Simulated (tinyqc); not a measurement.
Mobility of a non-polar semiconductor in the relaxation-time approximation. Which input was changed? Computed by tinyqc, a small Python program. Command: `OMP_NUM_THREADS=1 python tinyqc.py 3018030 3018031 out.jsonl rta which`. One thread of a shared host (Intel(R) Xeon(R) Processor @ 2.30GHz), about 0.2 s of CPU time with the checks.

Each valley is treated as a sphere of mass m_d for states and rates, with one isotropic relaxation time; the conductivity mass m_c sets the current.

Inputs (values chosen for the exercise, for a model non-polar semiconductor): longitudinal mass m_l = 0.93 m_0; transverse mass m_t = 0.13 m_0; equivalent valleys Z = 3; static permittivity eps_s = 6.76; density rho = 3680 kg/m^3; sound velocity v_l = 4710 m/s; acoustic deformation potential D_A = 10 eV; phonon energy hbar w = 22.3 meV; optical or intervalley deformation potential D_o = 7.8 1e8 eV/cm; final valleys Z_f = 2; carrier density n = 4.2e+19 1/cm^3; compensation ratio C = 0.67; temperature T = 300 K; neutral impurity density N_n = 5.3e+16 1/cm^3.

Band: parabolic. Impurity formula: Brooks-Herring. Further scattering: neutral impurities.

Constants: k_B = 8.617333262e-05 eV/K; m_0 = 9.1093837015e-31 kg; e = 1.602176634e-19 C; hbar = 1.054571817e-34 J s; eps_0 = 8.8541878128e-12 F/m; k_B = 1.380649e-23 J/K; hbar = 6.582119569e-16 eV s.

Method:
- m_d = (m_l m_t^2)^(1/3); 1/m_c = (1/m_l + 2/m_t)/3; Hall mass factor A = 3 K_m (K_m + 2)/(2 K_m + 1)^2, K_m = m_l/m_t; N_I = n (1 + C)/(1 - C).
- Parabolic band: E = hbar^2 k^2/(2 m), speed v = hbar k/m, states per spin, volume and energy g(E) = m k/(2 pi^2 hbar^2). Here m = m_d. Masses are multiplied by m_0 and all formulas are in SI units.
- The reduced Fermi level eta = E_F/(k_B T) solves n = 2 Z int g f dE with f = 1/(1 + exp(x - eta)) (Z = 1 unless valleys are given); screening length L_s = sqrt(eps_s eps_0 k_B T/(e^2 dn/deta)), dn/deta = 2 Z int g f (1 - f) dE.
- Integrals over x = E/(k_B T) use 160 Gauss-Legendre points in u = sqrt(x) from 0 to sqrt(max(eta, 0) + 32).
- Phonon occupation N_q = 1/(exp(hbar w/(k_B T)) - 1).
- Acoustic deformation potential (elastic, equipartition, absorption and emission together): 1/tau = 2 pi k_B T D_A^2 g(E)/(hbar rho v_l^2).
- Optical or intervalley deformation potential: 1/tau = (pi Z_f D_o^2/(rho w)) [N_q g(E + hbar w) + (N_q + 1) g(E - hbar w)], with g = 0 below the band edge.
- Each optical term is multiplied by (1 - f(E'))/(1 - f(E)), E' the final energy, for Pauli blocking.
- Singly charged impurities, momentum relaxation: 1/tau = N_I e^4 m (1 + 2 alpha E) Phi/(8 pi (eps_s eps_0)^2 hbar^3 k^3), with alpha = 0 for a parabolic band.
- Brooks-Herring: Phi = ln(1 + b) - b/(1 + b), b = 4 k^2 L_s^2.
- Neutral impurities (Erginsoy): 1/tau = 20 N_n a_B hbar/m, a_B = 4 pi eps_s eps_0 hbar^2/(m e^2).
- mu = (m_d/m_c) (2 Z e/(3 n k_B T)) int g v^2 tau f (1 - f) dE.
- Averages over x are split at the emission threshold x_0 = hbar w/(k_B T): 64 Gauss-Legendre points in sqrt(x) below it and 128 in sqrt(x - x_0) above it, up to x = max(eta, 0) + 32.
- Rates are added at each energy before the average. With <y> = int g v^2 y f (1 - f) dE: Hall factor r_H = A (3 n k_B T/(2 Z m_d)) <tau^2/(1 + 2 alpha E)>/<tau>^2 (alpha = 0 for a parabolic band); Hall mobility r_H mu; |S| = (k_B/e) (<x tau>/<tau> - eta); resistivity 1/(n e mu).

Question. One of these inputs alone was changed, within the range given: longitudinal mass m_l (0.465 to 1.86); transverse mass m_t (0.065 to 0.26); phonon energy hbar w (11.15 to 44.6); carrier density n (2.1e+19 to 8.4e+19). Which one, and to what value?

Results:
```
run     resistivity (ohm cm)  Seebeck coefficient |S| (microvolt/K)  ionised impurity mobility (cm^2/(V s))
before           0.002904859                               129.7649                                58.63055
after            0.002980365                               128.6064                                58.63055
```

Answer.

Each candidate set to reproduce resistivity, and what it then gives:
```
candidate                        range searched  value needed  Seebeck coefficient |S| (microvolt/K)  ionised impurity mobility (cm^2/(V s))
longitudinal mass m_l (m_0)       0.465 to 1.86         1.226                                 137.41                                  57.973
transverse mass m_t (m_0)         0.065 to 0.26        0.1334                                 131.17                                  57.292
phonon energy hbar w (meV)        11.15 to 44.6         19.60                                 128.61                                  58.631
carrier density n (1/cm^3)   2.1e+19 to 8.4e+19      4.047e19                                 132.20                                  59.356
```

Only phonon energy hbar w fits every result: it went from 22.3 to 19.6 meV. The next best candidate, transverse mass m_t, misses one result by 2.3 %.

Caution: Erginsoy's formula holds for k a_B below about 0.5 and for dopants that stay neutral, which means low temperature; elsewhere it is only a rough constant rate. Caution: above a few 1e18 per cm^3 the Born approximation, static screening and an unperturbed band are rough; measured mobilities are usually lower.
